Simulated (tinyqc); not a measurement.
Inside a calculation. Method: Hubbard chain of 2 sites. One step of it, computed by the program tinyqc.

Problem. The many-body Hamiltonian. Basis: all placements (u, d, 2, 0 on each site), up operators ordered before down ones; hops carry the sign of the same-spin electrons passed.

one-body matrix (hopping and site energies) (eV):
```
           1          2
1   0.000000  -1.530000
2  -1.530000   0.000000
```

U = 7.400000 eV

electrons, up and down: 1  1

Give: H.

Solution.

H (eV):
```
         20       ud       du       02
20   7.4000  -1.5300  -1.5300   0.0000
ud  -1.5300   0.0000   0.0000  -1.5300
du  -1.5300   0.0000   0.0000  -1.5300
02   0.0000  -1.5300  -1.5300   7.4000
```
